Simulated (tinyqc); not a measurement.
Comparisons within one model: heavy doping: gap narrowing, degeneracy and the minority density. A value that a table varies takes the place of the one given here.

F_j(eta) = (1/Gamma(j + 1)) integral_0^infinity x^j dx/(1 + exp(x - eta)), which tends to exp(eta) for eta << 0.

Empirical narrowing (Slotboom form, constants chosen for the exercise; published fits of this form give the apparent narrowing, here it is taken as the true one): dEg = E0 [ln(N/N0) + sqrt(ln(N/N0)^2 + C)].

Majority: N = Nc F_1/2(eta), eta the distance of EF beyond the majority band edge in kT. Degeneracy factor gam = F_1/2(eta)/exp(eta). ni0^2 = Nc Nv exp(-Eg/kT); product n p = ni0^2 gam exp(dEg/kT), dEg the true narrowing; apparent narrowing dEa = dEg + kT ln gam; minority density = n p/N.

Bipolar transistor with N as emitter doping: beta = K (N/NB) exp((dEa_B + dG - dEa_E)/kT), dEa_E = dEg(N) + kT ln gam, dEa_B = dEg(NB). For the sweep in T, Nc is scaled as (T/T0)^(3/2) from its value at T0 = T.

Constants: kB = 8.617333262e-05 eV/K.

Parameters, chosen for this exercise (gap and densities of states near those of Si at this temperature; narrowing constants near the fits for Si; not measured data):
```
symbol  value     unit    meaning
Eg      1.126     eV      gap
Nc      2.73e+19  1/cm^3  conduction-band density of states
Nv      1.15e+19  1/cm^3  valence-band density of states
T       300       K
E0      6.95      meV     narrowing scale
N0      1.4e+17   1/cm^3  onset density
C       0.5               smoothing constant
N       5.7e+18   1/cm^3  ionised donors, equal to the majority density
NB      2e+17     1/cm^3  base doping
K       5.8               ratio (D_B W_E)/(D_E W_B)
dG      120       meV     extra narrowing of the base by alloying
```

## Narrowing against degeneracy

N takes the values listed; the last column is N over the factor gam exp(dEg/kT), the doping that a simple model would need to give the same minority density.

Results:
```
N (1/cm^3)    eta      gam  dEg (meV)  dEa (meV)  minority (1/cm^3)  effective doping (1/cm^3)
8.0e+16     -5.83    0.999        2.4        2.4                522                   7.30e+16
3.0e+17     -4.51    0.996       12.5       12.4                205                   1.86e+17
8.0e+17     -3.52    0.990       25.2       24.9                125                   3.05e+17
3.0e+18     -2.17    0.962       43.2       42.2               64.9                   5.87e+17
8.0e+18     -1.12    0.902       56.7       54.0               38.4                   9.91e+17
3.0e+19      0.48    0.682       74.9       65.0               15.7                   2.42e+18
8.0e+19      2.07    0.369       88.5       62.7               5.39                   7.07e+18
2.0e+20      4.36   0.0933      101.2       39.9              0.891                   4.27e+19
5.0e+20      8.30  0.00455      113.9      -25.5             0.0284                   1.34e+21
```

What does this show?

dEg grows steadily to 113.9 meV, while the apparent value peaks at 65.0 meV for N = 3e+19 and falls to -25.5 meV as the Fermi level enters the band (a negative value is not met in measurements: parabolic bands with a fixed mass overstate the filling). N grows by a factor 38 from the third to the sixth row and the effective doping by 7.9: net of degeneracy, narrowing takes away 79 % of the factor gained by heavier doping.

## Current gain against temperature

Gain:
```
T (K)      beta  beta with dG = 0  without narrowing
150    7.27e+04              6.76                165
200    1.56e+04              14.7                165
250    6.20e+03              23.6                165
300    3.36e+03              32.4                165
350    2.18e+03              40.7                165
400    1.57e+03              48.4                165
450    1.22e+03              55.3                165
```

dEa_B + dG - dEa_E at T0 = 77.9 meV

What does this show, and why?

beta is 7.27e+04 at 150 K and 1.22e+03 at 450 K, since the net exponent is positive: the gap is narrower in the base. At 300 K narrowing and degeneracy change the gain by a factor 0.196 and alloying the base by 104.

## What moves the minority density and the gain

All results formed anew. Each row changes one parameter from the base and keeps the others.

Results:
```
case                  dEg (meV)  dEa (meV)  minority (1/cm^3)      beta
base                      51.99      50.08               46.4  3.36e+03
N = 1.14e+19 1/cm^3       61.55      57.75               31.2  5.00e+03
E0 = 8.34 meV             62.38      60.48               69.3  2.39e+03
N0 = 2.8e+17 1/cm^3       42.46      40.55               32.1  4.03e+03
Eg = 1.146 eV             51.99      50.08               21.4  3.36e+03
Nc = 3.55e+19 1/cm^3      51.99      50.52               61.3  3.31e+03
NB = 4e+17 1/cm^3         51.99      50.08               46.4  2.30e+03
```

What can be read from the table?

The largest shifts from the base row, up to three for each result and ties (the steps differ in size, so this ranks the rows, not the parameters). dEg (meV): E0 +10.40, N +9.56, N0 -9.53; unchanged at the printed digits by Eg, Nc and NB. dEa (meV): E0 +10.40, N0 -9.53, N +7.67; unchanged at the printed digits by Eg and NB. minority (1/cm^3): Eg -25.0, E0 +23.0, N -15.2; unchanged at the printed digits by NB. beta: N +1.64e+03, NB -1.06e+03, E0 -971; unchanged at the printed digits by Eg.

(tinyqc, `OMP_NUM_THREADS=1 python tinyqc.py 1650808 1650809 out.jsonl`, Intel(R) Xeon(R) Processor @ 2.30GHz, 1 thread, shared host, about 0.01 s.)
